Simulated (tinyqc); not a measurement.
Valley splitting in a one-orbital chain of atomic planes (second-neighbour model): one step. Levels and the valley doublet. Three cases, with inputs chosen for the exercise.

Task: Diagonalise H. The two lowest levels are the doublet made from the valleys at +k0 and -k0; give their splitting, the weights of the lowest state, and its parity under reversal of the planes.

Case 1.

H (eV), lower triangle:
```
           1         2         3         4         5         6         7         8         9        10
1   1.447986
2   0.685124  1.447986
3   0.631008  0.685124  1.447986
4          0  0.631008  0.685124  1.447986
5          0         0  0.631008  0.685124  1.447986
6          0         0         0  0.631008  0.685124  1.447986
7          0         0         0         0  0.631008  0.685124  1.447986
8          0         0         0         0         0  0.631008  0.685124  1.447986
9          0         0         0         0         0         0  0.631008  0.685124  1.447986
10         0         0         0         0         0         0         0  0.631008  0.685124  1.447986
```

Case 2.

H (eV), lower triangle:
```
           1         2         3         4         5         6         7         8         9        10
1   1.480070
2   0.717423  1.480070
3   0.639417  0.717423  1.480070
4          0  0.639417  0.717423  1.480070
5          0         0  0.639417  0.717423  1.480070
6          0         0         0  0.639417  0.717423  1.480070
7          0         0         0         0  0.639417  0.717423  1.480070
8          0         0         0         0         0  0.639417  0.717423  1.480070
9          0         0         0         0         0         0  0.639417  0.717423  1.480070
10         0         0         0         0         0         0         0  0.639417  0.717423  1.480070
```

Case 3.

H (eV), lower triangle:
```
           1         2         3         4         5         6         7         8         9        10        11
1   1.343881
2   0.591996  1.343881
3   0.598779  0.591996  1.343881
4          0  0.598779  0.591996  1.343881
5          0         0  0.598779  0.591996  1.343881
6          0         0         0  0.598779  0.591996  1.343881
7          0         0         0         0  0.598779  0.591996  1.343881
8          0         0         0         0         0  0.598779  0.591996  1.343881
9          0         0         0         0         0         0  0.598779  0.591996  1.343881
10         0         0         0         0         0         0         0  0.598779  0.591996  1.343881
11         0         0         0         0         0         0         0         0  0.598779  0.591996  1.343881
```

Give: levels; splitting; weights on the planes; parity of the lowest state.

Result:

Case 1.

levels (eV): 0.1490  0.1632  0.5220  0.6324  0.9594  1.1945  1.4641  2.3366  3.2110  3.8476

splitting = 14.24 meV

weights on the planes: 0.034  0.108  0.001  0.251  0.106  0.106  0.251  0.001  0.108  0.034

parity of the lowest state: even

The mean of the doublet lies 0.1561 eV above the bulk minimum, and level 3 lies 0.3659 eV above that mean; the weights oscillate from plane to plane because the two valleys interfere.

Case 2.

levels (eV): 0.1474  0.1677  0.5177  0.6470  0.9575  1.1836  1.5088  2.4098  3.3052  3.9561

splitting = 20.28 meV

weights on the planes: 0.036  0.107  0.001  0.252  0.104  0.104  0.252  0.001  0.107  0.036

parity of the lowest state: even

The mean of the doublet lies 0.1576 eV above the bulk minimum, and level 3 lies 0.3601 eV above that mean; the weights oscillate from plane to plane because the two valleys interfere.

Case 3.

levels (eV): 0.1107  0.1502  0.4214  0.5378  0.8962  0.9671  1.2618  1.5489  2.3136  3.0331  3.5420

splitting = 39.42 meV

weights on the planes: 0.050  0.029  0.085  0.175  0.018  0.285  0.018  0.175  0.085  0.029  0.050

parity of the lowest state: even

The mean of the doublet lies 0.1304 eV above the bulk minimum, and level 3 lies 0.2909 eV above that mean; the weights oscillate from plane to plane because the two valleys interfere.

Computed by tinyqc, one run a case: `OMP_NUM_THREADS=1 python tinyqc.py N N+1 out.jsonl` with N = 1450673, 1450677, 1450730; one thread of a shared Intel(R) Xeon(R) Processor @ 2.30GHz, about 0.01 s a run at most.
